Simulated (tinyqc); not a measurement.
Jacobi rotations on a symmetric matrix, step by step. Computed by tinyqc, a small Python program that keeps every step. Settings: method = jacobi. Command: `OMP_NUM_THREADS=1 python tinyqc.py 31442 31443 out.jsonl` (the two numbers bound the seeds that draw the settings). One thread of a shared host (Intel(R) Xeon(R) Processor @ 2.60GHz), about 0.01 s of CPU time with the checks.

## Jacobi rotation 1

A:
```
          1         2         3         4         5
1   0.56900  -0.35100   1.15700   0.45400  -0.45600
2  -0.35100   0.64000  -0.76100   1.03800  -0.68000
3   1.15700  -0.76100   1.38400   0.17100   0.66100
4   0.45400   1.03800   0.17100   2.79800  -1.14500
5  -0.45600  -0.68000   0.66100  -1.14500   2.88100
```

Take the largest off-diagonal element A_pq; tan 2 theta = 2 A_pq / (A_qq - A_pp) with |theta| <= pi/4; A' = J^T A J with J_pp = J_qq = cos, J_pq = sin, J_qp = -sin.

p, q, theta (rad): 1.00000  3.00000  0.61608

A':
```
          1         2         3         4         5
1  -0.25016   0.15327   0.00000   0.27172  -0.75412
2   0.15327   0.64000  -0.82391   1.03800  -0.68000
3   0.00000  -0.82391   2.20316   0.40190   0.27598
4   0.27172   1.03800   0.40190   2.79800  -1.14500
5  -0.75412  -0.68000   0.27598  -1.14500   2.88100
```

## Jacobi rotation 2

As before.

p, q, theta (rad): 4.00000  5.00000  -0.76728

A':
```
          1         2         3         4         5
1  -0.25016   0.15327   0.00000  -0.32791  -0.73144
2   0.15327   0.64000  -0.82391   0.27511  -1.21002
3   0.00000  -0.82391   2.20316   0.48087  -0.08034
4  -0.32791   0.27511   0.48087   1.69375   0.00000
5  -0.73144  -1.21002  -0.08034   0.00000   3.98525
```

## Jacobi rotation 3

As before.

p, q, theta (rad): 2.00000  5.00000  -0.31314

A':
```
          1         2         3         4         5
1  -0.25016  -0.07950   0.00000  -0.32791  -0.74308
2  -0.07950   0.24820  -0.80860   0.26173   0.00000
3   0.00000  -0.80860   2.20316   0.48087   0.17737
4  -0.32791   0.26173   0.48087   1.69375  -0.08475
5  -0.74308   0.00000   0.17737  -0.08475   4.37705
```

## All rotations

The off-diagonal norm falls at every rotation.

Rotations:
```
step    p    q      theta  off-diagonal norm
1       1    3    0.61608           2.98e+00
2       4    5   -0.76728           2.50e+00
3       2    5   -0.31314           1.82e+00
4       2    3   -0.34556           1.42e+00
5       1    5   -0.15539           9.51e-01
6       2    4    0.22016           7.55e-01
7       3    4   -0.39307           5.64e-01
8       1    4   -0.16216           3.01e-01
9       3    5    0.07611           2.24e-01
10      1    3   -0.02641           1.93e-01
11      2    3   -0.02865           1.57e-01
...   ...  ...        ...                ...
18      3    5   -0.00107           1.04e-03
19      4    5    0.00018           7.58e-04
20      1    3   -0.00012           5.49e-04
21      2    3   -0.00011           3.59e-04
22      1    4    0.00012           8.54e-05
23      2    5  -1.25e-05           2.45e-05
24      2    4   9.30e-06           4.57e-06
25      1    5   6.47e-07           7.15e-07
26      3    4  -5.34e-07           5.35e-08
27      1    2  -1.30e-07           8.27e-09
28      3    5   3.12e-09           2.39e-10
```

eigenvalues: -0.42453  -0.13766  1.69141  2.63539  4.50739
